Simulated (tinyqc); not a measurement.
# MOS capacitor on a p-type substrate, surface potential from the exact charge relation: two studies

Uniform p-type substrate, Boltzmann statistics, full ionisation, classical densities. psi is the surface potential against the body (positive when the bands bend down) and u = psi/Vt. Traps are spread evenly over the gap and neutral at flat band, so their charge is -q Dit psi; the minority quasi-Fermi level is shifted by Vb.

Values chosen for this exercise; band and dielectric values close to those of silicon: temperature T = 400 K; band gap Eg = 1.1 eV; relative permittivity eps_r = 11.8; conduction-band density of states at T Nc = 4.23e19 cm^-3; valence-band density of states at T Nv = 4.16e19 cm^-3; electron affinity chi = 4.06 eV; acceptor density of the substrate N = 3e17 cm^-3; relative permittivity of the gate insulator (close to zirconium oxide) eox = 24.6; insulator thickness tox = 39 nm; gate work function phiM = 4.44 eV; fixed charge at the interface, in units of q Nf = 0 cm^-2; density of interface traps Dit = 0 cm^-2 eV^-1; reverse bias of the inversion layer against the body Vb = 1.3 V.

Constants: q = 1.602176634e-19 C, kB = 1.380649e-23 J/K, Vt = kB T/q, eps0 = 8.8541878128e-14 F/cm where lengths are in cm. Results are converted to the units shown.

Each table varies one quantity; the others keep the values above.

## Capacitance-voltage curves

ni = sqrt(Nc Nv) exp(-Eg/(2 Vt)), Eg in volts; phiF = Vt ln(N/ni); Cox = eps0 eox/tox; Vfb = phiM - chi - (Eg - Vt ln(Nv/N)) - q Nf/Cox; Q0 = sqrt(2 eps0 eps_r q N Vt); r = (ni/N)^2 exp(-Vb/Vt); VT = Vfb + [(2 phiF + Vb)(1 + q Dit/Cox) + sqrt(2 eps0 eps_r q N (2 phiF + Vb))/Cox]. u = psi/Vt; F^2 = exp(-u) + u - 1 + r (exp(u) - u - 1); Qs = -sign(u) Q0 F; Cs = -dQs/dpsi = (Q0/Vt) |1 - exp(-u) + r (exp(u) - 1)|/(2 F). psi solves Vg = Vfb + psi + (q Dit psi - Qs)/Cox. Low frequency: 1/C_LF = 1/Cox + 1/(Cs + q Dit). High frequency, in the simple estimate in which traps and minority carriers do not follow: 1/C_HF = 1/Cox + 1/Cd, Cd being Cs with r = 0 at the same psi. Deep depletion: r = 0 and Dit = 0 both in the equation for psi and in Cs. Minority sheet density N_inv = (Q0/(2 q)) int_0^u r (exp(t) - 1)/F(t) dt for u > 0. N_inv under 1 cm^-2 is printed as 0. Regimes: accumulation when majority carriers gather, then depletion up to |psi| = phiF + Vb, weak inversion up to 2 phiF + Vb, strong inversion beyond.

Capacitance-voltage curves:

| Vg (V) | psi (V) | C_LF/Cox | C_HF/Cox | C_deep/Cox | N_inv (cm^-2) | regime |
|---|---|---|---|---|---|---|
| -1.17 | -0.11408 | 0.89353 | 0.89353 | 0.89353 | 0 | accumulation |
| -0.7 | -0.040704 | 0.76878 | 0.76878 | 0.76878 | 0 | accumulation |
| -0.23 | 0.13739 | 0.46389 | 0.46389 | 0.46389 | 0 | depletion |
| 0.24 | 0.43215 | 0.31030 | 0.31030 | 0.31030 | 0 | depletion |
| 0.71 | 0.77250 | 0.24827 | 0.24827 | 0.24827 | 0 | depletion |
| 1.18 | 1.1348 | 0.21290 | 0.21290 | 0.21290 | 0 | depletion |
| 1.65 | 1.5106 | 0.18932 | 0.18932 | 0.18932 | 3453.1 | depletion |
| 2.12 | 1.8958 | 0.17338 | 0.17216 | 0.17216 | 2.1875e8 | weak inversion |
| 2.59 | 2.1679 | 0.80066 | 0.16265 | 0.15895 | 5.0350e11 | strong inversion |
| 3.05 | 2.2208 | 0.92711 | 0.16099 | 0.14859 | 1.8961e12 | strong inversion |

What does the table show?

C_LF/Cox is lowest, 0.173, at Vg = 2.12 V (weak inversion) among the rows listed and is 0.927 in the last row, where C_HF/Cox is 0.161 and the deep-depletion value 0.149. Vfb = -0.550 V, where C_HF/Cox = 0.684 (Cox in series with eps0 eps_r/LD), and VT = 2.32 V. Over the last two rows psi moves by only 0.12 V a volt of gate bias, since the inversion charge screens the body. In strong accumulation and inversion degeneracy and confinement, left out here, lower the capacitance.

## Effect of the reverse bias of the inversion layer against the body on threshold and swing

ni = sqrt(Nc Nv) exp(-Eg/(2 Vt)), Eg in volts; phiF = Vt ln(N/ni); Cox = eps0 eox/tox; Vfb = phiM - chi - (Eg - Vt ln(Nv/N)) - q Nf/Cox; VT = Vfb + [(2 phiF + Vb)(1 + q Dit/Cox) + sqrt(2 eps0 eps_r q N (2 phiF + Vb))/Cox]. gamma = sqrt(2 eps0 eps_r q N)/Cox; Wm = sqrt(2 eps0 eps_r (2 phiF + Vb)/(q N)); m = 1 + (eps0 eps_r/Wm + q Dit)/Cox; swing m Vt ln 10; Cmin/Cox = 1/(1 + Cox Wm/(eps0 eps_r)).

In this table Dit = 0 cm^-2 eV^-1.

The same in every row: Vfb (V) = -0.54999; 2 phiF (V) = 0.75941; gamma (V^0.5) = 0.56745.

Result of one run:

| Vb (V) | VT (V) | Wm (nm) | m | swing (mV/decade) | Cmin/Cox |
|---|---|---|---|---|---|
| 1.2 | 2.2037 | 92.295 | 1.2027 | 95.456 | 0.16853 |

What becomes of these results when the reverse bias of the inversion layer against the body Vb is changed from 1.2 to 0 V, all else the same?

Result of the changed run:

| Vb (V) | VT (V) | Wm (nm) | m | swing (mV/decade) | Cmin/Cox |
|---|---|---|---|---|---|
| 0 | 0.70392 | 57.458 | 1.3256 | 105.21 | 0.24561 |

The whole series:

| Vb (V) | VT (V) | Wm (nm) | m | swing (mV/decade) | Cmin/Cox |
|---|---|---|---|---|---|
| 0 | 0.70392 | 57.458 | 1.3256 | 105.21 | 0.24561 |
| 0.4 | 1.2204 | 70.996 | 1.2635 | 100.28 | 0.20855 |
| 0.8 | 1.7180 | 82.337 | 1.2272 | 97.401 | 0.18514 |
| 1.2 | 2.2037 | 92.295 | 1.2027 | 95.456 | 0.16853 |
| 1.6 | 2.6810 | 101.28 | 1.1847 | 94.029 | 0.15591 |
| 2 | 3.1520 | 109.53 | 1.1708 | 92.925 | 0.14588 |
| 2.4 | 3.6180 | 117.20 | 1.1596 | 92.038 | 0.13765 |
| 2.8 | 4.0800 | 124.40 | 1.1504 | 91.305 | 0.13073 |

As Vb goes from 0 to 2.8, VT rises from 0.704 to 4.08 V, the swing falls from 105 to 91.3 mV/decade and Cmin/Cox falls from 0.246 to 0.131. Vfb does not move. The slope |dVT/dVb| between the first two rows is 1.29, close to m (VT is counted against the body; against the source it is m - 1).

Numbers from tinyqc (`OMP_NUM_THREADS=1 python tinyqc.py 2060109 2060110 out.jsonl`; about 0.01 s on one thread of a shared Intel Xeon 2.30GHz).
